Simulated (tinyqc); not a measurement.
Inside a calculation: Slater-Koster d bands of a bcc metal. Values are carried at full precision from step to step, so a last printed digit may differ when a step is redone from the rounded ones.

Slater-Koster d bands. For a bond with direction cosines (l, m, n) the 5 x 5 block is dds Ps + ddp Pp + ddd (1 - Ps - Pp), the projectors on sigma, pi and delta states about the bond; for instance <xy|xy> = 3 l^2 m^2 dds + (l^2 + m^2 - 4 l^2 m^2) ddp + (n^2 + l^2 m^2) ddd, <xy|yz> = 3 l m^2 n dds + l n (1 - 4 m^2) ddp + l n (m^2 - 1) ddd and <3z2-r2|3z2-r2> = (n^2 - (l^2 + m^2)/2)^2 dds + 3 n^2 (l^2 + m^2) ddp + (3/4)(l^2 + m^2)^2 ddd. H(k) sums the blocks times cos(k.R) over the neighbours; the d level is the zero of energy; k in 2 pi/a.

Values chosen for the exercise (of the size met in Nb; not measured data):

| symbol | value | unit | meaning |
|---|---|---|---|
| dds | -1.226 | eV | dd sigma |
| ddp | 0.503 | eV | dd pi |
| ddd | -0.184 | eV | dd delta |
| f2 | 0.487 |  | factor on all three integrals for second neighbours |
| k | (0.45, 0.05, 0) | 2 pi/a | wave vector |
| Nd | 4 |  | d electrons per atom |

## The block of one bond

Direction (1,1,1)/sqrt3; its eigenvalues must be dds once, ddp twice and ddd twice.

block (eV), lower triangle:
```
             xy       yz       zx   x2-y2  3z2-r2
xy      -0.3787
yz      -0.4237  -0.3787
zx      -0.4237  -0.4237  -0.3787
x2-y2         0  -0.2290   0.2290  0.2740
3z2-r2  -0.2644   0.1322   0.1322       0  0.2740
```

## Levels at Gamma

Neighbours: eight at (a/2)(1,1,1) and equivalents, and six at a(1,0,0) and equivalents with the integrals times f2.

Summing the blocks at k = 0 gives E(t2g) = (8/3) dds + (16/9) ddp + (32/9) ddd + f2 (4 ddp + 2 ddd), E(eg) = (16/3) ddp + (8/3) ddd + f2 (3 dds + 3 ddd).

levels (eV): t2g (threefold) -2.2287, eg (twofold) 0.1320

The t2g level lies lower, by 2.3607 eV.

## The Hamiltonian at one k

Sum over the neighbours.

H(k) (eV), lower triangle:
```
             xy      yz       zx    x2-y2   3z2-r2
xy      -0.6473
yz            0  0.6583
zx            0  0.5237  -0.6145
x2-y2         0       0        0   0.1595
3z2-r2   0.3268       0        0  -0.8359  -0.8554
```

## Levels and character

Diagonalise H; t2g is xy, yz, zx and eg the other two.

levels (eV): -1.4311  -0.8023  -0.5625  0.6504  0.8460

weights:
```
     band 1  band 2  band 3  band 4  band 5
t2g   0.120   1.000   0.864   0.016   1.000
eg    0.880   0.000   0.136   0.984   0.000
```

## Levels at points of symmetry

Coordinates: G (0, 0, 0), H (1, 0, 0), N (0.5, 0.5, 0), P (0.5, 0.5, 0.5); the others lie half way.

Levels (eV):

| k | band 1 | band 2 | band 3 | band 4 | band 5 |
|---|---|---|---|---|---|
| G | -2.229 | -2.229 | -2.229 | 0.132 | 0.132 |
| G-H 0.5 | -1.702 | -0.179 | -0.179 | 0.328 | 1.159 |
| H | -4.252 | -4.252 | 3.830 | 3.830 | 3.830 |
| N | -3.210 | -2.899 | 1.412 | 1.702 | 3.569 |
| P | -0.801 | -0.801 | -0.801 | 2.060 | 2.060 |
| P-G 0.5 | -2.524 | -2.524 | 1.029 | 1.029 | 1.326 |
| G-N 0.5 | -2.719 | -2.221 | 0.429 | 0.670 | 0.917 |

On these points the bands run from -4.252 (H) to 3.830 eV (H).

## Second moment and the rectangular band

mu2 = z (dds^2 + 2 ddp^2 + 2 ddd^2)/5 per orbital, with z = 8 + 6 f2^2. A rectangular band with the same mu2 has width W = sqrt(12 mu2), Fermi level W (Nd/10 - 1/2) and bond energy -W Nd (10 - Nd)/20 (Friedel).

mu2 = 3.9140 eV^2
W = 6.8533 eV
Fermi level = -0.6853 eV
bond energy per atom = -8.2239 eV

The bond energy is the attractive part alone; the repulsion between atoms, left out, cancels a large share of it in the cohesive energy.

## Checks

- Levels at Gamma from the formulas against H(0): they agree to 1e-10 or better.
- Second moment from the formula against the mean square level on the mesh: both 3.91395.

Program tinyqc; command `OMP_NUM_THREADS=1 python tinyqc.py 1451906 1451907 out.jsonl`; about 0.06 s on one thread of a shared Intel(R) Xeon(R) Processor @ 2.30GHz.
